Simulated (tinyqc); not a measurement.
Schottky emission and Poole-Frenkel conduction in an insulator, and how to tell them apart: one step of the calculation.

Schottky emission (electrode-limited): J = As T^2 exp[-(pb - b sqrt(F))/Vt], b = sqrt(q/(4 pi eps0 ei)). Poole-Frenkel emission (bulk-limited): J = s0 F exp[-(pt - 2 b sqrt(F))/Vt]. F in V/cm.

Problem. Which mechanism made these data. The data come from another sample of the same dielectric, in which one mechanism alone limits the current. Fit straight lines by least squares: ln J on sqrt(F) (Schottky plot, slope b/Vt) and ln(J/F) on sqrt(F) (Poole-Frenkel plot, slope 2 b/Vt), F in V/cm, and read a permittivity from each slope. The right mechanism gives a value near ei, and in any case between ei and es.

Values chosen for this exercise; dielectric values close to those of silicon nitride:

| symbol | value | unit | meaning |
|---|---|---|---|
| T | 350 | K | temperature |
| ei | 4.05 |  | high-frequency relative permittivity |
| es | 7.21 |  | static relative permittivity |

Constants: q = 1.602176634e-19 C, kB = 1.380649e-23 J/K, Vt = kB T/q, eps0 = 8.8541878128e-14 F/cm where lengths are in cm. Results are converted to the units shown.

| point | F (MV/cm) | J (A/cm^2) |
|---|---|---|
| 0 | 1.12 | 9.173e-9 |
| 1 | 1.97 | 1.21e-6 |
| 2 | 2.81 | 5.223e-5 |
| 3 | 3.66 | 0.001314 |
| 4 | 4.5 | 0.02183 |

Give: slope of the Schottky plot; permittivity read as Schottky; slope of the Poole-Frenkel plot; permittivity read as Poole-Frenkel.

Solution.

slope of the Schottky plot = 0.013807 (cm/V)^0.5
permittivity read as Schottky = 0.83031
slope of the Poole-Frenkel plot = 0.012504 (cm/V)^0.5
permittivity read as Poole-Frenkel = 4.0500

Both plots are nearly straight, so straightness decides nothing. Read as Poole-Frenkel the data give 4.05, which matches ei = 4.05; read as Schottky they give 0.830, below 1 and impossible. The data are Poole-Frenkel.

tinyqc, about 0.01 s, one thread, Intel Xeon 2.30GHz (shared host): `OMP_NUM_THREADS=1 python tinyqc.py 2370046 2370047 out.jsonl`
